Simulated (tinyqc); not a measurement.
Thin-film transistor with exponential tail and deep states, accumulation layer: one step of the calculation.

An undoped film in accumulation, thicker than the space-charge layer. With band bending psi the Fermi level lies E0 - psi below the band edge. Free electrons n = n0 exp(psi/Vt) carry the current; electrons in two exponential distributions of traps, a = a0 exp(psi/Va) and d = d0 exp(psi/Vp), do not. Linear regime, ohmic contacts, traps in equilibrium.

Task. Surface potential by Newton steps. Va = kB Tt/q, Vp = kB Td/q. G(psi) = sum over the three kinds of c0 [V (exp(psi/V) - 1) - psi], field F = sqrt(2 q G/(eps0 eps_r)); Vg = psi + eps0 eps_r F/Ci at the surface. f = psi + eps0 eps_r F/Ci - Vg, f' = 1 + q rho/(Ci F) with rho = sum c0 (exp(psi/V) - 1); psi(new) = psi - f/f'.

Inputs (values chosen for the exercise); values close to those of amorphous silicon:
```
symbol,value,unit,meaning
T,250,K,temperature
eps_r,11.8,,relative permittivity of the semiconductor
Tt,350,K,characteristic temperature of the tail
Td,1200,K,characteristic temperature of the deep states
Ci,20,nF/cm^2,gate capacitance
Vg,8.1,V,gate voltage above flat band
```

Constants: q = 1.602176634e-19 C, kB = 1.380649e-23 J/K, Vt = kB T/q, eps0 = 8.8541878128e-14 F/cm where lengths are in cm. Results are converted to the units shown.

psi after iteration 1 = 0.68572452 V
n0 = 5.7850893e5 cm^-3
a0 = 3.2959542e10 cm^-3
d0 = 8.0249265e14 cm^-3

Find: F; f; f'; psi after iteration 2.

Result.

F = 1598.4 kV/cm
f = 76.084 V
f' = 1433.1
psi after iteration 2 = 0.63263 V

Computed by the program tinyqc: `OMP_NUM_THREADS=1 python tinyqc.py 2610010 2610011 out.jsonl`, one thread of a shared Intel Xeon 2.30GHz, about 0.01 s for the whole run.
